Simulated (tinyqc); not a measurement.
# Inputs raised by 5 %, one at a time

Model: oxide trap near a transistor channel: two-state multiphonon kinetics, telegraph noise and bias instability. Computed by tinyqc, a small Python program. Command: `OMP_NUM_THREADS=1 python tinyqc.py 3008884 3008885 out.jsonl oxidetrap sens`. One thread of a shared host (Intel(R) Xeon(R) Processor @ 2.30GHz), about 0.01 s of CPU time with the checks.

An n-channel device under positive gate bias. The trap is empty (state 1) or holds an electron (state 2); both states are parabolas of equal curvature, and the electron reservoir is taken at the Fermi level of the channel.

Inputs (values chosen for the exercise, with an insulator like Al2O3 on silicon):
```
quantity                                  value         unit
insulator constant eps_ox                  8.64            -
insulator thickness t_ox                    7.3           nm
trap depth x from the interface             3.6           nm
tunnel barrier phi_b                       2.26           eV
tunnelling mass m_ox                       0.38          m_0
trap level above E_F at zero field E_t     0.87           eV
relaxation energy E_R                       2.8           eV
oxide field F                               2.6        MV/cm
attempt rate k_0 at the interface         2e+12          1/s
temperature T                               250            K
channel width W                             120           nm
channel length L                            140           nm
frequency f                                3000           Hz
stress time t_s                             0.4            s
trap density N_t                        2.6e+18  cm^-3 eV^-1
mean capture barrier mu_c                   1.2           eV
spread of the barriers s_c                 0.24           eV
saturation shift dV_max                      58           mV
```

Parts treated: one trap and an ensemble.

Constants: hbar^2/(2 m_0) = 3.80998212 eV angstrom^2; k_B = 8.617333262e-05 eV/K; eps_0 = 8.8541878128e-12 F/m; e = 1.602176634e-19 C.

Method:
- kappa = sqrt(2 m_ox phi_b)/hbar = sqrt(m_ox phi_b/(hbar^2/2m_0)); attenuation length lambda = 1/(2 kappa); factor exp(-x/lambda) for a rectangular barrier.
- E_21 = E_t - e F x is the energy of state 2 over state 1; barriers E_c = (E_R + E_21)^2/(4 E_R), E_e = E_c - E_21; tau_c = exp(E_c/k_B T)/(k_0 P), tau_e = exp(E_e/k_B T)/(k_0 P), P the tunnelling factor; occupation f_2 = tau_e/(tau_c + tau_e); 1/tau_0 = 1/tau_c + 1/tau_e.
- McWhorter number fluctuations for traps uniform in depth and energy: S_V = e^2 k_B T N_t lambda/(W L C_ox^2 f), C_ox = eps_ox eps_0/t_ox. The number of traps within k_B T in energy and one decade in time is N_t k_B T lambda ln(10) W L.
- For a normal spread of capture barriers (given for the stress field, with depth and field not resolved, k_0 being taken as the effective rate of the ensemble), traps with barrier below k_B T ln(k_0 t) are filled: dV(t) = (dV_max/2) erfc((mu_c - k_B T ln(k_0 t))/(sqrt(2) s_c)); local exponent n = d ln dV/d ln t (central difference, factor 1.01 in t).

Runs:
```
input moved                         from        to  capture time tau_c (s)  emission time tau_e (s)  shift after t_s (mV)  1/f noise S_V(f) (V^2/Hz)
base run                               -         -              9.9692e+15               2.1338e+17               0.32169                 2.7358e-11
oxide field F (MV/cm)                2.6      2.73              3.4834e+15               6.5456e+17               0.32169                 2.7358e-11
insulator thickness t_ox (nm)        7.3     7.665              9.9692e+15               2.1338e+17               0.32169                 3.0162e-11
tunnel barrier phi_b (eV)           2.26     2.373              2.3189e+16               4.9634e+17               0.32169                 2.6699e-11
channel width W (nm)                 120       126              9.9692e+15               2.1338e+17               0.32169                 2.6055e-11
spread of the barriers s_c (eV)     0.24     0.252              9.9692e+15               2.1338e+17               0.45156                 2.7358e-11
stress time t_s (s)                  0.4      0.42              9.9692e+15               2.1338e+17               0.32574                 2.7358e-11
trap density N_t (cm^-3 eV^-1)   2.6e+18  2.73e+18              9.9692e+15               2.1338e+17               0.32169                 2.8726e-11
```

Exponents ln(y'/y) / ln(x'/x):
```
input                       capture time tau_c  emission time tau_e  shift after t_s  1/f noise S_V(f)
oxide field F                          -21.552               22.973            0.000               0.0
insulator thickness t_ox                 0.000                0.000            0.000               2.0
tunnel barrier phi_b                    17.302               17.302            0.000              -0.5
channel width W                          0.000                0.000            0.000              -1.0
spread of the barriers s_c               0.000                0.000            6.950               0.0
stress time t_s                          0.000                0.000            0.256               0.0
trap density N_t                         0.000                0.000            0.000               1.0
```

Among the inputs moved here: capture time tau_c answers most in size to oxide field F (exponent -21.552), next to tunnel barrier phi_b (+17.302); its exponent is below 0.0005 for insulator thickness t_ox, channel width W, spread of the barriers s_c, stress time t_s, trap density N_t. Emission time tau_e answers most in size to oxide field F (exponent +22.973), next to tunnel barrier phi_b (+17.302); its exponent is below 0.0005 for insulator thickness t_ox, channel width W, spread of the barriers s_c, stress time t_s, trap density N_t. Shift after t_s answers most in size to spread of the barriers s_c (exponent +6.950), next to stress time t_s (+0.256); its exponent is below 0.0005 for oxide field F, insulator thickness t_ox, tunnel barrier phi_b, channel width W, trap density N_t. 1/f noise S_V(f) answers most in size to insulator thickness t_ox (exponent +2.000), next to channel width W (-1.000); its exponent is below 0.0005 for oxide field F, spread of the barriers s_c, stress time t_s. Its exponent +2.000 in insulator thickness t_ox: S_V goes as 1/C_ox^2. Its exponent -1.000 in channel width W: noise power falls as 1/area.

Caution (all rows): the field lowers the tunnel barrier appreciably over the trap depth, so the rectangular barrier understates the rate. Caution (all rows): at this temperature nuclear tunnelling through such barriers shortens the times below these classical values. Caution (all rows): N_t k_B T lambda ln(10) W L, the number of active traps per decade, is below one, so S_V is only the mean over many devices.
